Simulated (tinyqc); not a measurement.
Crystallisation kinetics and data retention of a phase-change cell: kissinger analysis.

Johnson-Mehl-Avrami-Kolmogorov law X = 1 - exp(-y^n), y = integral of k dt, k = (1/100 s) exp[-(Ec q/kB)(1/T - 1/T1)].

Tp is the temperature of the largest dX/dt on a ramp of rate b (b in K/min in the logarithm).

Parameters, values chosen for the exercise; values of the order of Ge-Sb-Te and related chalcogenides: activation energy of crystallisation Ec = 2.6 eV; temperature at which the rate k is 1/(100 s) T1 = 460 K; Avrami exponent n = 3.

Constants: q = 1.602176634e-19 C, kB = 1.380649e-23 J/K. Results are converted to the units shown.

Results:

| b (K/min) | Tp (K) | q/kB Tp (1/eV) | ln(b/Tp^2) | X at the peak |
|---|---|---|---|---|
| 0.5 | 446.1 | 26.01 | -12.89 | 0.6286 |
| 1 | 450.6 | 25.75 | -12.22 | 0.6286 |
| 2 | 455.2 | 25.50 | -11.55 | 0.6286 |
| 5 | 461.4 | 25.15 | -10.66 | 0.6285 |
| 10 | 466.2 | 24.89 | -9.986 | 0.6285 |
| 20 | 471.0 | 24.64 | -9.314 | 0.6284 |
| 100 | 482.8 | 24.04 | -7.754 | 0.6284 |

Estimate the missing row, b = 50 K/min.

Computed row:

| b (K/min) | Tp (K) | q/kB Tp (1/eV) | ln(b/Tp^2) | X at the peak |
|---|---|---|---|---|
| 50 | 477.7 | 24.29 | -8.426 | 0.6284 |

With this row back in the table: Tp rises from 446 to 483 K. The slope of ln(b/Tp^2) against q/kB Tp between the end rows is -2.599 eV, against Ec = 2.6 eV, and X at the peak stays near 1 - 1/e = 0.632 (0.629 to 0.628).

Range of the model: One Arrhenius rate is assumed; incubation, growth from the boundary and the non-Arrhenius kinetics of the supercooled liquid are left out.

tinyqc, about 0.02 s, one thread, Intel Xeon 2.30GHz (shared host): `OMP_NUM_THREADS=1 python tinyqc.py 2490030 2490031 out.jsonl`
